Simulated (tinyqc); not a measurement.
Hall factor, magnetoresistance and optical conductivity for a power-law relaxation time. Changing the frequency f. Computed by tinyqc, a small Python program. Command: `OMP_NUM_THREADS=1 python tinyqc.py 3004128 3004129 out.jsonl magneto sweep`. One thread of a shared host (Intel(R) Xeon(R) Processor @ 2.30GHz), about 0.02 s of CPU time with the checks.

One spherical parabolic band, tau(E) = tau_0 x^s with x = E/(k_B T). Landau quantisation is left out.

Inputs (values chosen for the exercise, with a mass close to that of holes in silicon):
```
quantity                         value  unit
effective mass m                  0.41   m_0
exponent s                        -0.5     -
tau_0                              170    fs
reduced Fermi level eta            2.9     -
temperature T                      300     K
background permittivity eps_inf   14.6     -
```

Constants: m_0 = 9.1093837015e-31 kg; k_B = 1.380649e-23 J/K; hbar = 1.054571817e-34 J s; e = 1.602176634e-19 C; eps_0 = 8.8541878128e-12 F/m; c = 299792458 m/s.

Method:
- <y> = int y x^(3/2) f (1 - f) dx / int x^(3/2) f (1 - f) dx, f = 1/(1 + exp(x - eta)).
- Integrals over x = E/(k_B T) use 160 Gauss-Legendre points in u = sqrt(x) from 0 to sqrt(max(eta, 0) + 45).
- n = (2 m k_B T)^(3/2)/(3 pi^2 hbar^3) int x^(3/2) f (1 - f) dx; moments in units of tau_0.
- sigma(w) = (n e^2/m) <tau/(1 - i w tau)>, w = 2 pi f; eps = eps_inf + i sigma/(eps_0 w); N = sqrt(eps); absorption coefficient 2 w Im N/c; reflectivity |(N - 1)/(N + 1)|^2; plasma frequency sqrt(n e^2/(eps_inf eps_0 m))/(2 pi).

One run for each value:
```
frequency f (THz)  absorption coefficient (1/cm)  reflectivity
0.08                                        4751       0.98600
0.16                                        6852       0.98069
0.32                                       10003       0.97397
0.63                                       14564       0.96642
1.3                                        20966       0.95861
2.5                                        26208       0.95295
5                                          28661       0.94672
10                                         26445       0.92515
20                                          5093       0.08007
40                                           414       0.29019
```

Describe and explain the trends.

Over the rows, absorption coefficient (1/cm) goes from 4750 through a maximum among these rows, 28700 at 5.00, to 414; reflectivity goes from 0.986 through a minimum among these rows, 0.0801 at 20.0, to 0.290. At the low end the exponent of absorption coefficient is 0.53, close to 0.50: the skin-effect range.

Caution (rows 20.0, 40.0): the photon energy exceeds the typical carrier energy, so the classical sigma(w) is only a rough guide to the absorption.

Extremes, crossings and ranges named in words are read from the listed rows.
